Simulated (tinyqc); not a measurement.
Channel length: inversion-layer mobility, back-scattering and ballistic limit of a field-effect transistor. Computed by tinyqc, a small Python program. Command: `OMP_NUM_THREADS=1 python tinyqc.py 3021808 3021809 out.jsonl mos walk`. One thread of a shared host (Intel(R) Xeon(R) Processor @ 2.30GHz), about 0.01 s of CPU time with the checks.

The charge at the top of the source barrier is fixed by the gate; series resistance and short-channel effects are left out. F_j are Fermi integrals normalised to exp(eta) in the classical limit.

Inputs (values chosen for the exercise, modelled on a silicon n-channel): transport mass m = 0.18 m_0; valley degeneracy g_v = 2; weight w of the inversion charge = 0.5; permittivity eps = 11.7; phonon mobility at 1 MV/cm and 300 K, mu_ph = 350 cm^2/(V s); roughness mobility at 1 MV/cm, mu_sr = 1200 cm^2/(V s); Coulomb mobility at N_inv = 1e12/cm^2, mu_C = 740 cm^2/(V s); electrical oxide thickness t_inv = 3.1 nm; depletion charge N_dep = 1.7e+11 1/cm^2; gate overdrive V_G - V_T = 0.89 V; drain voltage V_D = 0.95 V; exponent a of the critical length = 0.64; temperature T = 200 K.

Statistics at the top of the barrier: Fermi-Dirac.

Constants: eps_0 = 8.8541878128e-12 F/m; e = 1.602176634e-19 C; m_0 = 9.1093837015e-31 kg; k_B = 1.380649e-23 J/K; hbar = 1.054571817e-34 J s; k_B = 8.617333262e-05 eV/K.

Method:
- N_inv = 3.9 eps_0 (V_G - V_T)/(e t_inv); effective field E_eff = e (N_dep + w N_inv)/(eps eps_0).
- mu_phonon = mu_ph (E_eff/1 MV/cm)^(-0.3) (T/300 K)^(-1.75); mu_rough = mu_sr (E_eff/1 MV/cm)^(-2); mu_Coulomb = mu_C (N_inv/1e12 cm^-2) (T/300 K); Matthiessen's rule adds 1/mu.
- F_j(eta) = (1/Gamma(j + 1)) int_0^infinity x^j/(1 + exp(x - eta)) dx, F_0 = ln(1 + exp(eta)). Integrals over x = E/(k_B T) use 160 Gauss-Legendre points in u = sqrt(x) from 0 to sqrt(max(eta, 0) + 32).
- Ballistic channel: N_2D = g_v m k_B T/(pi hbar^2), U = e V_D/(k_B T); eta_F solves N_inv = (N_2D/2)[F_0(eta_F) + F_0(eta_F - U)]; v_T = sqrt(2 k_B T/(pi m)); I/W = e (N_2D/2) v_T [F_1/2(eta_F) - F_1/2(eta_F - U)]; injection velocity v_T F_1/2(eta_F)/F_0(eta_F).
- Mean free path lambda = (2 k_B T/e)(mu/v_T) F_0(eta_0)/F_-1/2(eta_0), with eta_0 from N_inv = N_2D F_0(eta_0); critical length l = L (1 + U)^(-a), an empirical rule; back-scattering r = l/(l + lambda). Then eta solves N_inv = (N_2D/2)[(1 + r) F_0(eta) + (1 - r) F_0(eta - U)] and I/W = e (N_2D/2) v_T (1 - r)[F_1/2(eta) - F_1/2(eta - U)].
- The last column is the long-channel law e N_inv mu V/L with V = V_D - V_D^2/(2 V_ov) below pinch-off and V_ov/2 above, V_ov = V_G - V_T.

inversion density N_inv = 6.18773e+12 1/cm^2

effective mobility mu = 593.590 cm^2/(V s)

ballistic current I/W = 1778.71 microampere/micrometre

Currents (microampere/micrometre):
```
L (nm)        r     I/W  ballistic ratio  long-channel law
5       0.01259  1725.8          0.97025             52374
10      0.02486  1675.9          0.94217             26187
20      0.04852  1583.9          0.89048             13094
40      0.09255  1426.6          0.80203              6547
80      0.16942  1188.6          0.66824              3273
160     0.28975   889.0          0.49980              1637
400     0.50492   503.6          0.28312               655
1000    0.71828   240.7          0.13530               262
```

What follows from these numbers?

The current scales as L^-0.81 at the long end and as L^-0.04 at the short end, where it reaches 97 % of the ballistic 1780. The long-channel law passes the ballistic limit between 80.0 and 160 nm and has no meaning below. At 1000 nm the model gives 0.92 times the long-channel law. Raising mu by 10 % at 20 nm raises I by 1.0 %.

Extremes, crossings and ranges named in words are read from the listed rows.
